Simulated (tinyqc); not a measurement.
Valley-orbit splitting of a donor ground state, with strain: one step, computed by the program tinyqc. Command: `OMP_NUM_THREADS=1 python tinyqc.py 3026532 3026533 out.jsonl valleyorbit walk`. One thread of a shared host (Intel(R) Xeon(R) Processor @ 2.30GHz), about 0.01 s of CPU time with the checks.

The basis is the 1s envelope in each valley; energies are counted from the unstrained conduction-band edge. The strain is e_s (a a^T - 1/3) for the unit stress axis a, so valley j along n_j moves by Xi_u e_s w_j with w_j = (n_j.a)^2 - 1/3: +1/6 for x and y, -1/3 for z. The splitting at the zone boundary that a [110] shear adds for <100> valleys is left out.

Problem. Populations and ionisation. H_jj = -(E_0 + Lambda) + Xi_u e_s w_j; H_jk = -Delta_2 between opposite valleys and -Delta_1 between perpendicular ones. z = sum over levels of exp(-(E - E_ground)/k_B T), the ground-state share being 1/z; N_c = 2 (2 pi m_e k_B T/h^2)^(3/2) sum_j exp(-(shift_j - lowest shift)/k_B T); n1 = N_c/(2 z) exp(-binding/k_B T), binding = lowest shift - E_ground; without compensation n = 2 N_D/(1 + sqrt(1 + 4 N_D/n1)) (Boltzmann statistics; p and higher states left out).

Inputs (values chosen for the exercise, modelled on donors in silicon):
```
quantity                                    value   unit
single-valley binding energy E_0             31.9    meV
central-cell shift Lambda                    2.97    meV
coupling Delta_1                             2.03    meV
coupling Delta_2                              1.7    meV
shear deformation potential Xi_u             8.79     eV
shear strain e_s                          0.00013      -
temperature T                                  77      K
donor density N_D                         7.6e+15  cm^-3
density-of-states mass of one valley m_e    0.335    m_0
```

Valleys: six along <100>. Stress axis: [110].

Constants: k_B = 8.617333262e-05 eV/K; m_0 = 9.1093837015e-31 kg; k_B = 1.380649e-23 J/K; h = 6.62607015e-34 J s.

Give: partition sum z; share of neutral donors in the ground state; N_c; n1; free electrons n.

Solution.

partition sum z = 1.847

share of neutral donors in the ground state = 0.5413

N_c = 3.587e+18 cm^-3

n1 = 1.221e+15 cm^-3

free electrons n = 2.496e+15 cm^-3
